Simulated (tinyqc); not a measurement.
# Heat flow across a film from the phonon Boltzmann equation in the relaxation-time approximation, step by step

A worked calculation. Computed by tinyqc, a small Python program that keeps every step. Command: `OMP_NUM_THREADS=1 python tinyqc.py 3000642 3000643 out.jsonl slabbte walk`. One thread of a shared host (Intel(R) Xeon(R) Processor @ 2.30GHz), about 0.01 s of CPU time with the checks. Intermediate numbers are printed to about 6 digits and carried at full precision; extremes and crossings named in words are read from the listed rows.

Two black walls, hot at x = 0 and cold at x = L, emit phonons isotropically. For one free path Lambda, with tau = x/Lambda, tau_L = L/Lambda and phi = (T - T_cold)/Delta T, energy balance gives phi(tau) = (1/2) [E2(tau) + int_0^tau_L phi(s) E1(|tau - s|) ds]; E_n are the exponential integrals. The flux over the ballistic flux C v Delta T/4 is psi = 1 - 2 int_0^tau_L phi(s) E2(s) ds, and kappa_eff/kappa = (3/4) tau_L psi. kappa = C v Lambda/3 is an input, so at fixed kappa a longer free path means a smaller C v.

Inputs (values chosen for the exercise, modelled on silicon):

| quantity | value | unit |
|---|---|---|
| bulk conductivity kappa | 150 | W/(m K) |
| film thickness L | 630 | nm |
| wall temperature difference Delta T | 6.8 | K |
| free path Lambda_1 | 170 | nm |
| free path Lambda_2 | 1700 | nm |
| share f_2 of kappa | 0.27 | - |
| cells n in the small system | 6 | - |

Free-path groups: two.

## The small linear system for Lambda_1

Cut the film into n equal cells with constant phi, collocated at the centres c_i: the kernel integrates to A_ij = |E2(|c_i - e_j|) - E2(|c_i - e_(j+1)|)|/2 for cell edges e_j, and A_ii = 1 - E2(half a cell); solve (1 - A) phi = E2(c)/2; psi = 1 - 2 sum_j phi_j [E3(e_j) - E3(e_(j+1))].

optical thickness tau_L = 3.70588

1 - A, lower triangle (symmetric):
```
           1          2          3          4          5         6
1   0.461219
2  -0.147773   0.461219
3  -0.048421  -0.147773   0.461219
4  -0.019194  -0.048421  -0.147773   0.461219
5  -0.008238  -0.019194  -0.048421  -0.147773   0.461219
6  -0.003700  -0.008238  -0.019194  -0.048421  -0.147773  0.461219
```

right-hand side E2(c)/2: 0.230609  0.0828361  0.0344147  0.0152211  0.00698346  0.00328361

flux weights E3(e_j) - E3(e_(j+1)): 0.313253  0.106637  0.0438903  0.0193313  0.00884797  0.00415377

## Temperature profile and flux in the small system

In short, (1 - A) phi = b and psi = 1 - 2 sum_j w_j phi_j, with b the right-hand side and w_j the flux weights; the cells divide 0 to tau_L.

phi at the cell centres: 0.801918  0.678930  0.559440  0.440560  0.321070  0.198082

psi, small system = 0.279327

## Fine solution for Lambda_1

Use 150 and 300 cells and extrapolate psi = (4 psi(300) - psi(150))/3. The jump at the hot wall is 1 - phi there (linear extrapolation from the first two of 300 cells). Two-flux (diffusion with slip) formula: psi = 1/(1 + 3 tau_L/4).

psi for Lambda_1 = 0.260088

kappa_eff/kappa for Lambda_1 = 0.722891

jump at the wall / Delta T for Lambda_1 = 0.113196

psi, two-flux formula = 0.264591

The small system misses psi by +7.40 % and the two-flux formula by +1.7 %. For Lambda_1 alone: Jumps at the walls and the gradient inside share Delta T.

## Conductivity, flux and boundary resistance of the film

Each group is solved on its own with 150 and 300 cells, psi = (4 psi(300) - psi(150))/3, and weighted by its share of kappa (f_1 is what the others leave); exchange of energy between groups inside the film is left out. Flux J = kappa_eff Delta T/L; apparent boundary resistance per wall (L/kappa_eff - L/kappa)/2.

kappa_eff = 87.7025 W/(m K)

kappa_eff/kappa = 0.584683

flux J = 0.946630 GW/m^2

apparent resistance per wall = 1.49169 m^2 K/GW

## Exact and approximate size effects

Two-flux: kappa_eff/kappa = sum f_i/(1 + 4 Lambda_i/(3 L)). Matthiessen with the thickness: sum f_i/(1 + Lambda_i/L). Ballistic limit: sum f_i 3 L/(4 Lambda_i).

Kappa_eff/kappa:

| L (nm) | Boltzmann | two-flux | Matthiessen | ballistic limit |
|---|---|---|---|---|
| 5.1 | 0.0165702 | 0.0166697 | 0.0220697 | 0.0170325 |
| 17 | 0.0521400 | 0.0529402 | 0.0690369 | 0.056775 |
| 42 | 0.116058 | 0.119031 | 0.151132 | 0.140268 |
| 100 | 0.227524 | 0.234878 | 0.285370 | 0.333971 |
| 260 | 0.406304 | 0.417784 | 0.477212 | 0.868324 |
| 680 | 0.599092 | 0.609808 | 0.661143 | 2.271 |
| 1700 | 0.751267 | 0.759832 | 0.798636 | 5.6775 |
| 4200 | 0.861950 | 0.867981 | 0.893805 | 14.0268 |

The two-flux formula lies above the Boltzmann result by at most about 3.2 % (at L = 100 nm); the Matthiessen form is high by up to 33 %, since it misses the factor 3/4 of the ballistic limit. The thinnest film reaches 97 % of that limit, and the thickest, 25 Lambda_1, only 86 % of the bulk value: the long free paths keep the size effect alive far beyond Lambda_1. Rows below about 10 nm are near the phonon wavelength, where a particle picture fails.

Checks made by the program: symmetry phi(tau) + phi(tau_L - tau) = 1 (relative difference below 1e-10); thick-film limit psi = 1/(3 tau_L/4 + 1.0657) at tau_L = 20 (relative difference 2e-04).
